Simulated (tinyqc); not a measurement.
Van der Pauw, Hall and four-point-probe measurements on a doped layer: one step of the calculation.

A uniform p-type layer with sheet resistance Rs = 1/(q ns mu), point contacts, low field (mu B small).

Problem. New z. The van der Pauw equation exp(-pi RA z) + exp(-pi RB z) = 1 is solved for z = 1/Rs: e1 = exp(-pi RA z), e2 = exp(-pi RB z), f = e1 + e2 - 1, f' = -pi (RA e1 + RB e2), z(new) = z - f/f'.

z at the start = 0.0031339364 mS
RA = 828.55344 ohm
RB = 1.3997558e5 ohm

Wanted: e1; e2; f; f'; z after iteration 1.

Solution.

e1 = 0.99188
e2 = 0.25205
f = 0.24392
f' = -113.42 kohm
z after iteration 1 = 0.0052846 mS

Numbers from tinyqc (`OMP_NUM_THREADS=1 python tinyqc.py 2850159 2850160 out.jsonl`; about 0.01 s on one thread of a shared Intel Xeon 2.30GHz).
